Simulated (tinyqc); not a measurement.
Inside a calculation. Method: Hubbard ring of 3 sites. One step of it, computed by the program tinyqc.

Problem. Mean-field iteration 2. H(up) = T + U n(down), H(down) = T + U n(up); fill the lowest levels; n(new) = n + mixing (n(out) - n); E = tr T (rho up + rho down) + U sum n_up n_down of the output.

one-body matrix (hopping and site energies) (eV), lower triangle:
```
,1,2,3
1,-0.810000
2,-1.830000,0.110000
3,-1.830000,-1.830000,0.520000
```

U = 1.900000 eV

electrons, up and down: 2  1

mixing = 1

n(up) after iteration 1: 1 0.981327, 2 0.324720, 3 0.693953

n(down) after iteration 1: 1 0.367056, 2 0.400217, 3 0.232727

Give: levels, up; levels, down; energy; n(up) after iteration 2; n(down) after iteration 2.

Solution.

levels, up (eV): -3.1322  2.1043  2.7479

levels, down (eV): -2.4913  2.7140  3.3973

energy = -4.7747 eV

n(up) after iteration 2: 1 0.9990, 2 0.5352, 3 0.4658

n(down) after iteration 2: 1 0.3453, 2 0.3916, 3 0.2630
